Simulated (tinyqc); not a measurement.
Which coupling does what: hole subbands of a hard-walled well, four-band Luttinger model.

Hole energies are counted downwards from the unstrained band edge, c = hbar^2/2m0. After the usual block transformation one block is H = [[P + Q - Zs, R - i S], [R + i S, P - Q + Zs]] in (heavy, light), with P +/- Q = c [(g1 +/- g2) k^2 + (g1 -/+ 2 g2) kz^2], R = sqrt(3) c gR k^2, S = 2 sqrt(3) c g3 k kz, kz = -i d/dz; axial approximation gR = (g2 + g3)/2. Zs = b (e_par - e_perp) is the shear part of the strain (the hydrostatic part shifts all levels alike and is left out). Basis sqrt(2/L) sin(n pi z/L), n = 1 to N, for each component: kz^2 gives (n pi/L)^2 and the heavy-light block is R delta_nm - 2 sqrt(3) c g3 k D_nm with D_nm = 4 n m/(L (n^2 - m^2)) for n + m odd, 0 otherwise. The other block has the same levels. The split-off band is left out, a severe simplification for a spin-orbit splitting near 0.04 eV.

Constants: hbar^2/2m0 = 3.80998211 eV angstrom^2.

Inputs chosen for the exercise (near those of Si; not measured data):
- g1 = 4.29 (Luttinger gamma1)
- g2 = 0.34 (gamma2)
- g3 = 1.45 (gamma3)
- L = 165 angstrom (well width along [001])
- Zs = 0 eV (shear strain energy)
- k = 0.0197 1/angstrom (wave vector in the plane)

N = 20, at the given k. Diagonal: R = S = 0. Along [100] and [110] gR is g2 and g3 instead of their mean.

Hole energies (meV):

| model | E1 | E2 | E3 | E4 |
|---|---|---|---|---|
| diagonal | 11.83 | 12.71 | 26.79 | 33.30 |
| R alone | 9.94 | 14.60 | 26.06 | 34.02 |
| S alone | 9.97 | 10.10 | 26.05 | 29.03 |
| axial | 8.16 | 11.68 | 25.71 | 29.44 |
| [100] | 9.34 | 10.69 | 25.99 | 29.10 |
| [110] | 6.94 | 12.52 | 25.36 | 29.94 |

How do the results move, and what explains it?

The couplings move E1 by -3.67 meV: R alone by -1.90, S alone by -1.86, so R matters more at k L/pi = 1.03 (R grows as k^2 and joins equal n, S as k and joins n of opposite parity). Warping spreads E1 by 2.40 meV between [100] and [110], the hole being heavier along [110]; the axial value lies between them.

tinyqc: `OMP_NUM_THREADS=1 python tinyqc.py 1250774 1250775 out.jsonl`; about 0.4 s, one thread, shared Intel(R) Xeon(R) Processor @ 2.30GHz.
